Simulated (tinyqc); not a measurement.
Changing the temperature T: valley-orbit splitting of a donor ground state, with strain. Computed by tinyqc, a small Python program. Command: `OMP_NUM_THREADS=1 python tinyqc.py 3015653 3015654 out.jsonl valleyorbit sweep`. One thread of a shared host (Intel(R) Xeon(R) Processor @ 2.30GHz), about 0.01 s of CPU time with the checks.

The basis is the 1s envelope in each valley; energies are counted from the unstrained conduction-band edge. The strain is e_s (a a^T - 1/3) for the unit stress axis a, so valley j along n_j moves by Xi_u e_s w_j with w_j = (n_j.a)^2 - 1/3: +1/6 for x and y, -1/3 for z. The splitting at the zone boundary that a [110] shear adds for <100> valleys is left out.

Inputs (values chosen for the exercise, modelled on donors in silicon):
```
quantity                                    value   unit
single-valley binding energy E_0             30.3    meV
central-cell shift Lambda                    6.35    meV
coupling Delta_1                             2.74    meV
coupling Delta_2                             1.73    meV
shear deformation potential Xi_u             8.37     eV
shear strain e_s                          0.00076      -
donor density N_D                         4.6e+16  cm^-3
density-of-states mass of one valley m_e    0.325    m_0
```

Valleys: six along <100>. Stress axis: [110].

Constants: k_B = 8.617333262e-05 eV/K; m_0 = 9.1093837015e-31 kg; k_B = 1.380649e-23 J/K; h = 6.62607015e-34 J s.

Method. H_jj = -(E_0 + Lambda) + Xi_u e_s w_j; H_jk = -Delta_2 between opposite valleys and -Delta_1 between perpendicular ones. z = sum over levels of exp(-(E - E_ground)/k_B T), the ground-state share being 1/z; N_c = 2 (2 pi m_e k_B T/h^2)^(3/2) sum_j exp(-(shift_j - lowest shift)/k_B T); n1 = N_c/(2 z) exp(-binding/k_B T), binding = lowest shift - E_ground; without compensation n = 2 N_D/(1 + sqrt(1 + 4 N_D/n1)) (Boltzmann statistics; p and higher states left out).

One run for each value:
```
temperature T (K)  partition sum z  share of neutral donors in the ground state  free electrons n (cm^-3)
10                           1.000                                       1.0000                 4.290e+04
15                           1.000                                       0.9999                 5.843e+08
23                           1.003                                       0.9969                 5.152e+11
36                           1.041                                       0.9607                 5.855e+13
55                           1.207                                       0.8283                 1.120e+15
84                           1.612                                       0.6202                 7.374e+15
130                          2.279                                       0.4388                 2.240e+16
200                          3.056                                       0.3273                 3.655e+16
300                          3.762                                       0.2658                 4.268e+16
```

Describe the trends.

Over the rows, partition sum z rises from 1.00 to 3.76; share of neutral donors in the ground state falls from 1.000 to 0.266; free electrons n (cm^-3) rises from 42900 to 4.27e16 (exponent d ln y / d ln x 23 between the first rows and 0.38 between the last).

Caution (rows 130, 200, 300): k_B T exceeds a third of E_0, so the p and higher states, left out, hold part of the bound electrons.

Extremes, crossings and ranges named in words are read from the listed rows.
